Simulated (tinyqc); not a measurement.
# Changing the distance d to the collector

Model: Haynes-Shockley experiment: drift, diffusion and decay of a minority-carrier pulse. Computed by tinyqc, a small Python program. Command: `OMP_NUM_THREADS=1 python tinyqc.py 3112098 3112099 out.jsonl haynes sweep`. One thread of a shared host (Intel(R) Xeon(R) Processor @ 2.30GHz), about 0.02 s of CPU time with the checks.

A thin sheet of excess carriers is made at x = 0, t = 0 in a long uniform bar; injection is low, so the pulse moves with the minority mobility.

Inputs (values chosen for the exercise, modelled on electrons in p-type germanium in a lightly doped bar):
```
quantity                     value         unit
minority mobility mu          3570   cm^2/(V s)
lifetime tau                   400  microsecond
temperature T                  300            K
field F                         34         V/cm
injected sheet density N0  2.8e+10       1/cm^2
```

Constants: k_B = 8.617333262e-05 eV/K.

Method:
- D = mu k_B T/e, v = mu F.
- Transit time d/v, diffusion length sqrt(D tau), drift length v tau, Peclet number v d/D = e F d/(k_B T).
- dn(x, t) = N0/sqrt(4 pi D t) exp(-(x - v t)^2/(4 D t) - t/tau).
- At fixed x the signal peaks where d ln(dn)/dt = 0: a t^2 + t/2 - x^2/(4 D) = 0 with a = v^2/(4 D) + 1/tau.
- The full width at half maximum is found by solving dn(x, t) = peak/2 on both sides of the peak.
- With w the full width at half maximum: mu = d/(F t_p); D = (w d)^2/(16 ln2 t_p^3); Einstein ratio D/mu against k_B T/e.

One run for each value; columns: (1) distance d to the collector (cm); (2) width at half maximum (microsecond); (3) peak density (1/cm^3); (4) error of mu (%); (5) Peclet number:
```
(1)        (2)         (3)     (4)     (5)
0.075  0.20581  1.0470e+12  1.0221    98.6
0.110  0.24978  8.6322e+11  0.6968   144.7
0.170  0.31101  6.9310e+11  0.4514   223.6
0.260  0.38501  5.5919e+11  0.2960   341.9
0.400  0.47786  4.4942e+11  0.1934   526.1
0.610  0.59037  3.6230e+11  0.1279   802.3
0.940  0.73307  2.8985e+11  0.0841  1236.3
1.400  0.89479  2.3525e+11  0.0575  1841.3
```

What does the table show, and why?

Over the rows, width at half maximum (microsecond) rises from 0.206 to 0.895 (exponent d ln y / d ln x about 0.50 throughout); peak density (1/cm^3) falls from 1.05e12 to 2.35e11 (exponent d ln y / d ln x about -0.51 throughout); error of mu (%) falls from 1.02 to 0.0575 (exponent d ln y / d ln x about -0.98 throughout). The exponent of width at half maximum stays at 0.50: the spread grows as sqrt(t).

Extremes, crossings and ranges named in words are read from the listed rows.
